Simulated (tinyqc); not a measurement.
Inside a calculation. Model: on-chip interconnect, size-dependent resistivity and RC delay.

Program tinyqc, `OMP_NUM_THREADS=1 python tinyqc.py 2100024 2100025 out.jsonl`; Intel Xeon 2.30GHz, shared host, one thread, about 0.01 s. Printed values are rounded.

A rectangular line between two neighbours and two ground planes. Surface and grain-boundary scattering are added to the bulk resistivity as corrections; capacitances are parallel-plate values without fringing; inductance is ignored.

Parameters, values chosen for the exercise; metal values close to those of aluminium:
```
symbol,value,unit,meaning
rho0,2.65,uohm cm,bulk resistivity
lam,18.6,nm,bulk mean free path
ps,0.5,,specular share of surface scattering
Rg,0.27,,reflection coefficient of grain boundaries
gr,1,,grain size over the metal width
wd,19,nm,drawn line width
AR,2.3,,"aspect ratio, height over width"
tl,1.7,nm,"liner on both walls and the bottom, not conducting"
sp,38,nm,space to the neighbouring lines
hd,24,nm,dielectric height to the planes above and below
ek,3.9,,relative permittivity of the dielectric
Mf,0,,Miller factor of the neighbours
Lw,61,um,line length
Rd,3000,ohm,driver resistance
Cl,2.9,fF,load capacitance
dt,8,ps,time step
```

Constants: eps0 = 8.8541878128e-12 F/m. Results are converted to the units shown.

Range of the model: The metal width is under the mean free path, where the thick-limit surface term and the simple sum of corrections lose accuracy.

## Resistivity, resistance and capacitance per length

Metal width x = wd - 2 tl, height y = AR wd - tl; grain boundaries (Mayadas-Shatzkes): al = (lam/(gr x)) Rg/(1 - Rg), g = 1/[1 - 3 al/2 + 3 al^2 - 3 al^3 ln(1 + 1/al)] - 1; surfaces (Fuchs-Sondheimer, thick limit): s = (3/8) lam (1 - ps)(1/x + 1/y); rho = rho0 (1 + g + s); r = rho/(x y); c = eps0 ek (2 wd/hd + 2 Mf AR wd/sp).

x = 15.6 nm
y = 42 nm
al = 0.440991
g = 0.619973
s = 0.306593
rho = 5.10540 uohm cm
r = 77.9212 ohm/um
c = 0.0546746 fF/um

rho is 1.93 times the bulk value; grain boundaries add more (0.620 against 0.307). The liner takes 21.1 % of the cross-section.

## Ladder and Elmore delays

4 equal pi sections: series Rs = r Lw/4; node capacitances c Lw/4, halved at nodes 0 and 4, with Cl added to node 4; Rd feeds node 0. Elmore delay of node k: the sum, over the resistors on the path to k, of resistance times all capacitance downstream of it.

Rs = 1188.30 ohm

```
node	C (fF)	Elmore delay (ps)
0	0.416894	18.7055
1	0.833788	25.6193
2	0.833788	31.5423
3	0.833788	36.4746
4	3.31689	40.4160
```

The far-end value equals Rd (c Lw + Cl) + r Lw (c Lw/2 + Cl) for any number of pi sections; the line resistance contributes 53.7 % of it.

## Step 1: node voltages after a time step

v at t = 0, node 0 to 4 (V): 0  0  0  0  0

A 1 V step is applied behind Rd at t = 0. C dv/dt = -G v + b, with G the conductance matrix of the ladder (1/Rs between neighbours, 1/Rd added at node 0) and b = (1 V/Rd, 0, ...). Trapezoidal step: (C/dt + G/2) v(new) = (C/dt - G/2) v + b.

v at t = 1 dt, node 0 to 4 (V): 0.866694  0.525130  0.313641  0.179839  0.090582

## Step 2: node voltages after a time step

As before.

v at t = 2 dt, node 0 to 4 (V): 0.509462  0.559678  0.488377  0.382671  0.282660

## Course in time

A 1 V step is applied behind Rd at t = 0. C dv/dt = -G v + b, with G the conductance matrix of the ladder (1/Rs between neighbours, 1/Rd added at node 0) and b = (1 V/Rd, 0, ...). Trapezoidal step: (C/dt + G/2) v(new) = (C/dt - G/2) v + b. The last column solves the same ladder exactly by its modes.

Voltages (V):
```
t (ps)	node 0	node 2	node 4	node 4, exact
8.000	0.8667	0.3136	0.0906	0.1128
16.00	0.5095	0.4884	0.2827	0.2827
24.00	0.8816	0.5314	0.4282	0.4230
32.00	0.6867	0.6715	0.5345	0.5361
40.00	0.9272	0.7003	0.6308	0.6269
48.00	0.7925	0.7849	0.7002	0.7000
56.00	0.9585	0.8093	0.7611	0.7588
64.00	0.8607	0.8589	0.8069	0.8060
72.00	0.9782	0.8787	0.8455	0.8440
80.00	0.9055	0.9074	0.8756	0.8746
88.00	0.9902	0.9230	0.9001	0.8992
96.00	0.9352	0.9392	0.9198	0.9189
```

The far end of the ladder reaches 0.5 V at 29.25 ps, 0.724 of its Elmore delay (ln 2 = 0.693 for a single pole); the slowest mode has a time constant of 36.69 ps. The largest error of the trapezoidal steps at that node is 22 mV. Node 0 swings up and down from step to step: the trapezoidal rule does not damp modes much faster than dt, so these swings are numerical.
